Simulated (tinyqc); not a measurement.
Valley-orbit splitting of a donor ground state, with strain: one step, computed by the program tinyqc.

The basis is the 1s envelope in each valley; energies are counted from the unstrained conduction-band edge. The strain is e_s (a a^T - 1/3) for the unit stress axis a, so valley j along n_j moves by Xi_u e_s w_j with w_j = (n_j.a)^2 - 1/3: +1/6 for x and y, -1/3 for z. The splitting at the zone boundary that a [110] shear adds for <100> valleys is left out.

Task: Populations and ionisation. H_jj = -(E_0 + Lambda) + Xi_u e_s w_j; H_jk = -Delta_2 between opposite valleys and -Delta_1 between perpendicular ones. z = sum over levels of exp(-(E - E_ground)/k_B T), the ground-state share being 1/z; N_c = 2 (2 pi m_e k_B T/h^2)^(3/2) sum_j exp(-(shift_j - lowest shift)/k_B T); n1 = N_c/(2 z) exp(-binding/k_B T), binding = lowest shift - E_ground; without compensation n = 2 N_D/(1 + sqrt(1 + 4 N_D/n1)) (Boltzmann statistics; p and higher states left out).

Inputs (values chosen for the exercise, modelled on donors in silicon):

| quantity | value | unit |
|---|---|---|
| single-valley binding energy E_0 | 30.3 | meV |
| central-cell shift Lambda | 3.6 | meV |
| coupling Delta_1 | 2.65 | meV |
| coupling Delta_2 | 2.11 | meV |
| shear deformation potential Xi_u | 8.54 | eV |
| shear strain e_s | 0.0015 | - |
| temperature T | 30 | K |
| donor density N_D | 4.7e+17 | cm^-3 |
| density-of-states mass of one valley m_e | 0.335 | m_0 |

Valleys: six along <100>. Stress axis: [110].

Constants: k_B = 8.617333262e-05 eV/K; m_0 = 9.1093837015e-31 kg; k_B = 1.380649e-23 J/K; h = 6.62607015e-34 J s.

Give: partition sum z; share of neutral donors in the ground state; N_c; n1; free electrons n.

Result:

partition sum z = 1.019

share of neutral donors in the ground state = 0.9812

N_c = 3.594e+17 cm^-3

n1 = 1.064e+10 cm^-3

free electrons n = 7.073e+13 cm^-3

Caution: at this donor density neighbouring orbits begin to overlap and the depth shrinks, which a fixed level leaves out.
